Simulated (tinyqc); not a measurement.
Undoped gate-all-around wire MOSFET, analytic charge model: two steps of the calculation.

An undoped round wire of radius R under an insulator shell and a surrounding gate; long channel, electrons only, n = ni exp((psi - V)/Vt) with V the quasi-Fermi potential (0 at the source, Vd at the drain), constant mobility, no quantisation. The radial Poisson equation gives n(r) = n(0)/(1 - (1 - b) r^2/R^2)^2 with b = Q0/(Q + Q0). Q is the electron charge per area of the wire surface.

Parameters, values chosen for the exercise; material values close to those of silicon: temperature T = 273 K; wire radius R = 6 nm; channel mobility mu = 170 cm^2/(V s); gate length L = 0.5 um; gate voltage Vg = 0.74 V; drain voltage Vd = 0.1 V.

Constants: q = 1.602176634e-19 C, kB = 1.380649e-23 J/K, Vt = kB T/q. Results are converted to the units shown.

Task 1. Charge at the source by Newton steps in y = ln(Q/Q0). With V = 0 and Q = Q0 exp(y): f = Q/Cox + Vt y + Vt ln(1 + Q/Q0) - (Vg - V0); df/dy = Q/Cox + Vt (1 + Q/(Q + Q0)); y(new) = y - f/(df/dy).

y at the start = 3
Cox = 1.9901032 uF/cm^2
Q0 = 165.24943 nC/cm^2
V0 = 0.70489595 V

Wanted: Q; f; df/dy; y after iteration 1.

Result 1.

Q = 3319 nC/cm^2
f = 1.775 V
df/dy = 1.714 V
y after iteration 1 = 1.964

Task 2. Drain current and line charge. Q solves Vg - V0 - V = Q/Cox + Vt ln(Q/Q0) + Vt ln(1 + Q/Q0). I = mu (2 pi R/L)[2 Vt (Qs - Qd) + (Qs^2 - Qd^2)/(2 Cox) + Vt Q0 ln((Qd + Q0)/(Qs + Q0))], with Qs at V = 0 and Qd at V = Vd. Electrons per length at the source: 2 pi R Qs/q; surface over centre density: (1 + Qs/Q0)^2.

Qs = 83.026442 nC/cm^2
Qd = 8.3431372 nC/cm^2
Cox = 1.9901032 uF/cm^2
Q0 = 165.24943 nC/cm^2

Find: first term; second term; third term; I; electrons per length; surface over centre density.

Result 2.

first term = 0.04504 uA
second term = 0.02198 uA
third term = -0.01783 uA
I = 0.04918 uA
electrons per length = 0.1954 1/nm
surface over centre density = 2.257

The square-law term makes up 44.7 % of the current.

tinyqc, about 0.03 s, one thread, Intel Xeon 2.30GHz (shared host): `OMP_NUM_THREADS=1 python tinyqc.py 2460160 2460161 out.jsonl`
